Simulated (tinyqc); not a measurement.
# From one set of inputs to another, one input at a time

Model: mobility of a non-polar semiconductor in the relaxation-time approximation. Computed by tinyqc, a small Python program. Command: `OMP_NUM_THREADS=1 python tinyqc.py 3019836 3019837 out.jsonl rta ladder`. One thread of a shared host (Intel(R) Xeon(R) Processor @ 2.30GHz), about 0.03 s of CPU time with the checks.

Each valley is treated as a sphere of mass m_d for states and rates, with one isotropic relaxation time; the conductivity mass m_c sets the current.

The inputs printed are set A. Set A is modelled on electrons in germanium; the values taken over come from a set modelled on holes in germanium. Inputs not listed in the table keep their values of set A, so the rows need not describe a real material.

Inputs (values chosen for the exercise, modelled on electrons in germanium):
```
quantity                                            value       unit
longitudinal mass m_l                                1.61        m_0
transverse mass m_t                                0.0797        m_0
equivalent valleys Z                                    4          -
static permittivity eps_s                              16          -
density rho                                          5323     kg/m^3
sound velocity v_l                                   5170        m/s
acoustic deformation potential D_A                     12         eV
phonon energy hbar w                                 32.9        meV
optical or intervalley deformation potential D_o      4.9  1e8 eV/cm
final valleys Z_f                                       3          -
carrier density n                                   1e+19     1/cm^3
compensation ratio C                                    0          -
temperature T                                         300          K
neutral impurity density N_n                      1.6e+15     1/cm^3
```

Band: parabolic. Impurity formula: Brooks-Herring. Further scattering: neutral impurities.

Constants: k_B = 8.617333262e-05 eV/K; m_0 = 9.1093837015e-31 kg; e = 1.602176634e-19 C; hbar = 1.054571817e-34 J s; eps_0 = 8.8541878128e-12 F/m; k_B = 1.380649e-23 J/K; hbar = 6.582119569e-16 eV s.

Method:
- m_d = (m_l m_t^2)^(1/3); 1/m_c = (1/m_l + 2/m_t)/3; Hall mass factor A = 3 K_m (K_m + 2)/(2 K_m + 1)^2, K_m = m_l/m_t; N_I = n (1 + C)/(1 - C).
- Parabolic band: E = hbar^2 k^2/(2 m), speed v = hbar k/m, states per spin, volume and energy g(E) = m k/(2 pi^2 hbar^2). Here m = m_d. Masses are multiplied by m_0 and all formulas are in SI units.
- The reduced Fermi level eta = E_F/(k_B T) solves n = 2 Z int g f dE with f = 1/(1 + exp(x - eta)) (Z = 1 unless valleys are given); screening length L_s = sqrt(eps_s eps_0 k_B T/(e^2 dn/deta)), dn/deta = 2 Z int g f (1 - f) dE.
- Integrals over x = E/(k_B T) use 160 Gauss-Legendre points in u = sqrt(x) from 0 to sqrt(max(eta, 0) + 32).
- Phonon occupation N_q = 1/(exp(hbar w/(k_B T)) - 1).
- Acoustic deformation potential (elastic, equipartition, absorption and emission together): 1/tau = 2 pi k_B T D_A^2 g(E)/(hbar rho v_l^2).
- Optical or intervalley deformation potential: 1/tau = (pi Z_f D_o^2/(rho w)) [N_q g(E + hbar w) + (N_q + 1) g(E - hbar w)], with g = 0 below the band edge.
- Each optical term is multiplied by (1 - f(E'))/(1 - f(E)), E' the final energy, for Pauli blocking.
- Singly charged impurities, momentum relaxation: 1/tau = N_I e^4 m (1 + 2 alpha E) Phi/(8 pi (eps_s eps_0)^2 hbar^3 k^3), with alpha = 0 for a parabolic band.
- Brooks-Herring: Phi = ln(1 + b) - b/(1 + b), b = 4 k^2 L_s^2.
- Neutral impurities (Erginsoy): 1/tau = 20 N_n a_B hbar/m, a_B = 4 pi eps_s eps_0 hbar^2/(m e^2).
- mu = (m_d/m_c) (2 Z e/(3 n k_B T)) int g v^2 tau f (1 - f) dE.
- Averages over x are split at the emission threshold x_0 = hbar w/(k_B T): 64 Gauss-Legendre points in sqrt(x) below it and 128 in sqrt(x - x_0) above it, up to x = max(eta, 0) + 32.
- Rates are added at each energy before the average. With <y> = int g v^2 y f (1 - f) dE: Hall factor r_H = A (3 n k_B T/(2 Z m_d)) <tau^2/(1 + 2 alpha E)>/<tau>^2 (alpha = 0 for a parabolic band); Hall mobility r_H mu; |S| = (k_B/e) (<x tau>/<tau> - eta); resistivity 1/(n e mu).

Each row keeps all changes above it:
```
input moved                                                     from       to  Seebeck coefficient |S| (microvolt/K)  resistivity (ohm cm)  acoustic mobility (cm^2/(V s))
set A                                                              -        -                                 236.90             0.0005866                            4524
carrier density n (1/cm^3)                                     1e+19  1.2e+19                                 222.07             0.0005065                            4431
sound velocity v_l (m/s)                                        5170     5440                                 223.28             0.0004933                            4906
optical or intervalley deformation potential D_o (1e8 eV/cm)     4.9        7                                 215.36             0.0005592                            4906
longitudinal mass m_l (m_0)                                     1.61    0.293                                 164.09             0.0003661                           11132
transverse mass m_t (m_0)                                     0.0797    0.293                                 244.15             0.0017644                            1305
phonon energy hbar w (meV)                                      32.9     36.6                                 246.40             0.0016626                            1305
acoustic deformation potential D_A (eV)                           12        5                                 256.30             0.0012866                            7515
```

Which inputs carry the difference?

Seebeck coefficient |S| goes from 237 to 256, a factor 1.08 in all. The largest single move comes from transverse mass m_t (a factor 1.49), and longitudinal mass m_l works against it (a factor 0.762). Resistivity goes from 5.87e-4 to 0.00129, a factor 2.19 in all. The largest single move comes from transverse mass m_t (a factor 4.82), and longitudinal mass m_l works against it (a factor 0.655). Acoustic mobility goes from 4520 to 7520, a factor 1.66 in all. The largest single move comes from transverse mass m_t (a factor 0.117), but it runs against the net change; the largest move in the direction of the net change is acoustic deformation potential D_A (a factor 5.76). The single moves hold for this order of the switches; the total does not depend on the order.

Caution (all rows): Erginsoy's formula holds for k a_B below about 0.5 and for dopants that stay neutral, which means low temperature; elsewhere it is only a rough constant rate. Caution (all rows): above a few 1e18 per cm^3 the Born approximation, static screening and an unperturbed band are rough; measured mobilities are usually lower.

Extremes, crossings and ranges named in words are read from the listed rows.
